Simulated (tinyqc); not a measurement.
# Long-channel MOSFET, surface-potential model: effects of single changes

n-channel transistor on a uniformly doped p-type body, gradual-channel approximation, constant mobility, Boltzmann statistics, full ionisation. Potentials are counted from the neutral body; V is the electron quasi-Fermi potential, Vsb at the source and Vsb + Vds at the drain. Charges are magnitudes per area.

Values chosen for this exercise; material values those of a made-up semiconductor: temperature T = 293 K; band gap Eg = 3.33 eV; relative permittivity of the semiconductor eps_r = 8.89; conduction-band density of states at T Nc = 1.52e19 cm^-3; valence-band density of states at T Nv = 3.05e19 cm^-3; acceptor density of the body Na = 2.1e17 cm^-3; relative permittivity of the gate insulator eox = 21; insulator thickness tox = 33 nm; flat-band voltage Vfb = -1.58 V; channel mobility mu = 110 cm^2/(V s); gate width W = 1 um; gate length L = 0.5 um; source-body reverse bias Vsb = 2 V; gate-source voltage Vgs = 2.7 V; drain-source voltage Vds = 0.2 V.

Constants: q = 1.602176634e-19 C, kB = 1.380649e-23 J/K, Vt = kB T/q, eps0 = 8.8541878128e-14 F/cm where lengths are in cm. Results are converted to the units shown.

Each table varies one quantity; the others keep the values above.

## Effect of the acceptor density of the body

ni = sqrt(Nc Nv) exp(-Eg/(2 Vt)), Eg in volts; phiF = Vt ln(Na/ni); Cox = eps0 eox/tox; gamma = sqrt(2 q eps0 eps_r Na)/Cox. The surface potential psi at channel potential V solves Vgs + Vsb - Vfb - psi = gamma sqrt(G), G = psi - Vt + Vt exp((psi - 2 phiF - V)/Vt). Charge sheet: Qi = Cox gamma [sqrt(G) - sqrt(psi - Vt)]; I = mu (W/L) [integral of Qi dpsi from psi_0 to psi_L (drift) + Vt (Qi0 - QiL) (diffusion)], with psi_0 at V = Vsb and psi_L at V = Vsb + Vds. VT = Vfb + 2 phiF + gamma sqrt(2 phiF + Vsb), m = 1 + gamma/(2 sqrt(2 phiF + Vsb)). The swing is 20 mV/log10[I(VT - 0.14 V)/I(VT - 0.16 V)] of the charge-sheet current at the given Vds.

Results:
```
Na (cm^-3),gamma (V^0.5),VT (V),m,swing (mV/decade),"I at Vgs, Vds (uA)"
2.1e16,0.1292,1.688,1.029,60.01,17.29
3.9e16,0.1760,1.825,1.039,60.63,14.38
1.3e17,0.3214,2.216,1.071,62.52,5.940
2.5e17,0.4457,2.532,1.099,64.14,0.5504
4.5e17,0.5979,2.910,1.132,66.12,7.894e-6
8.4e17,0.8169,3.443,1.180,68.95,2.958e-13
```

Estimate the missing row, Na = 7.2e16 cm^-3.

Computed row:
```
Na (cm^-3),gamma (V^0.5),VT (V),m,swing (mV/decade),"I at Vgs, Vds (uA)"
7.2e16,0.2392,1.999,1.053,61.45,10.61
```

With this row back in the table: As Na goes from 2.1e16 to 8.4e17 cm^-3, VT rises from 1.69 to 3.44 V, the swing rises from 60.0 to 69.0 mV a decade and the current falls from 17.3 to 2.96e-13 uA. The swing is 0.32 % above m Vt ln 10 in the first row and 0.54 % above it in the last. The gate voltage is below VT in 2 of the 7 rows. For Na = 2.1e16 to 2.5e17 cm^-3 the surface electron density at the source passes 0.3 Nc, where degeneracy and quantisation, left out here, matter.

## Effect of the source-body reverse bias

Same model as above.

The same in every row: gamma (V^0.5) = 0.4085.

Effect of the source-body reverse bias:
```
Vsb (V),VT (V),m,swing (mV/decade),"I at Vgs, Vds (uA)"
0,2.235,1.116,65.36,5.633
0.25,2.263,1.112,65.06,5.027
0.5,2.291,1.108,64.80,4.452
0.75,2.317,1.104,64.56,3.907
1,2.343,1.101,64.34,3.391
1.25,2.368,1.098,64.15,2.906
1.5,2.392,1.095,63.97,2.453
```

As Vsb goes from 0 to 1.5 V, VT rises from 2.23 to 2.39 V, the swing falls from 65.4 to 64.0 mV a decade and the current falls from 5.63 to 2.45 uA. The swing is 0.74 % above m Vt ln 10 in the first row and 0.46 % above it in the last. In every row the surface electron density at the source passes 0.3 Nc, where degeneracy and quantisation, left out here, matter.

Program tinyqc, `OMP_NUM_THREADS=1 python tinyqc.py 2360106 2360107 out.jsonl`; Intel Xeon 2.30GHz, shared host, one thread, about 0.06 s.
